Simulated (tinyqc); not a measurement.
Resistive crossbar, vector-matrix product with wire resistance: effect of the wire resistance.

2 rows and 2 columns. Cell (i, j) joins row node wij to column node bij. Each row is driven at its left end through one wire segment rw; neighbouring nodes along a row or a column are joined by rw; each column ends below the last row in one more rw and a virtual ground, where its current is read. Ideal output: I_j = sum_i V_i G_ij.

The nodal equations (Kirchhoff current law at every node) are solved for each rw; errors are I_j/ideal - 1.

Inputs (values chosen for the exercise):
- V = [0.23, 0.35] V (input voltages of the rows)

cell conductances G (uS):
```
,column 1,column 2
row 1,430,27
row 2,290,63
```

Result of one run:
```
rw (ohm),"error, column 1 (%)","error, column 2 (%)"
50,-6.247,-2.521
```

What becomes of these results when the wire resistance between neighbouring cells rw is changed from 50 to 100 ohm, all else the same?

Result of the changed run:
```
rw (ohm),"error, column 1 (%)","error, column 2 (%)"
100,-11.73,-4.838
```

The whole series:
```
rw (ohm),"error, column 1 (%)","error, column 2 (%)"
1,-0.1335,-0.05264
2,-0.2666,-0.1052
5,-0.6636,-0.2622
10,-1.318,-0.5221
20,-2.600,-1.035
50,-6.247,-2.521
100,-11.73,-4.838
200,-20.91,-8.977
500,-39.52,-18.70
```

The error of the last column goes from -0.0526 % at rw = 1 ohm to -18.7 % at 500 ohm, as rw^(1.00) at the start and rw^(0.80) at the end. At 500 ohm the worst column is number 1.

tinyqc, about 0.01 s, one thread, Intel Xeon 2.30GHz (shared host): `OMP_NUM_THREADS=1 python tinyqc.py 2880071 2880072 out.jsonl`
